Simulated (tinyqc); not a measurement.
From results to parameters: Hueckel model of a polar double bond. Computed by the program tinyqc.

Problem. A C=X pi bond in Hueckel theory has H_XX = alpha + h beta, H_CC = alpha and H_CX = k beta, with two electrons. Find h, k, the charge on carbon and the bond order.

x values of the two levels (E = alpha + x beta): 1.224095  -0.294095

Solution. The sum of the x values is h and their product is -k^2; the charge on carbon is h/sqrt(h^2 + 4k^2) and the bond order 2k/sqrt(h^2 + 4k^2).

h, k: 0.9300  0.6000
charge on carbon, bond order: 0.613  0.790
